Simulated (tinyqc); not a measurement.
Inside a calculation. Method: Pariser-Parr-Pople SCF with singles CI, for the molecule Clc1cccc2ccoc12 (SMILES; centres numbered as the heavy atoms are written). One step of it, computed by the program tinyqc.

Task: Singles CI, triplets. Over the 6 single excitations with the smallest orbital gaps: A = (e_a - e_i) delta - (ij|ab), with (pq|rs) = sum c_mp c_mq gamma_mn c_nr c_ns.

orbital energies (eV): -17.471185  -15.335932  -14.304263  -12.919027  -11.819473  -10.754808  -1.321302  -0.499252  0.831691  2.921202

coefficients:
```
          MO1        MO2        MO3        MO4        MO5        MO6        MO7        MO8
1Cl  0.141791   0.604910   0.566004   0.434015  -0.106016   0.267168  -0.100154   0.060245
2C   0.263281   0.421931   0.076199  -0.242048   0.109973  -0.426322   0.416987  -0.274261
3C   0.140161   0.343702  -0.184001  -0.328708  -0.347083  -0.344426  -0.393393  -0.237646
4C   0.105636   0.252487  -0.389536  -0.140311  -0.455093   0.222001  -0.088271   0.557324
5C   0.148290   0.157494  -0.457616   0.121917  -0.097740   0.473477   0.443016  -0.334624
6C   0.297396   0.075977  -0.384660   0.316082   0.398169   0.095124  -0.278496  -0.251644
7C   0.231292  -0.108092  -0.190119   0.525302  -0.064519  -0.388432  -0.312556   0.049301
8C   0.343608  -0.284902   0.054870   0.320616  -0.396181  -0.293352   0.471567   0.145422
9O   0.617677  -0.378947   0.301668  -0.292980  -0.190552   0.328860  -0.229936  -0.245152
10C  0.465029   0.084532  -0.026525  -0.214388   0.532510  -0.025390   0.082342   0.543222

           MO9       MO10
1Cl  -0.073644  -0.059567
2C    0.361770   0.338295
3C   -0.388925  -0.344567
4C    0.185707   0.379977
5C    0.102513  -0.420059
6C   -0.342075   0.482104
7C    0.549099  -0.257019
8C   -0.449263   0.081142
9O    0.186754   0.075683
10C  -0.110458  -0.362842
```

repulsion gamma_rs (eV), lower triangle:
```
           1Cl         2C         3C         4C         5C         6C         7C         8C
1Cl  11.420000
2C    7.622695  11.290000
3C    5.262148   7.602328  11.290000
4C    3.677976   5.255635   7.602938  11.290000
5C    3.282074   4.680106   5.255206   7.603541  11.290000
6C    3.677545   5.255206   4.678941   5.255009   7.602328  11.290000
7C    2.967351   3.779855   3.294830   3.608344   5.037490   7.604029  11.290000
8C    3.158521   3.727807   2.996652   2.996813   3.727321   5.539228   7.602176  11.290000
9O    4.568356   5.354678   3.719135   3.378929   3.907598   5.967369   5.966903   8.846561
10C   5.261718   7.603541   5.255009   4.680112   5.255635   7.602938   5.538917   5.539184

            9O        10C
9O   23.410000
10C   8.845807  11.290000
```

Give: triplet CI matrix; triplet excitation energies.

Result:

triplet CI matrix (eV), lower triangle:
```
         6>7      6>8      5>7      5>8      6>9     4>7
6>7   3.4827
6>8   0.0195   4.2511
5>7  -0.0569  -0.1437   4.5225
5>8  -0.1437   0.3260  -0.1829   4.7470
6>9  -0.1893   0.1034   0.2383  -0.0211   5.7580
4>7   0.2092   0.4189  -0.0628   0.0895  -1.3449  5.8091
```

triplet excitation energies (eV): 3.4388  3.8667  4.3674  4.6672  5.0379  7.1925
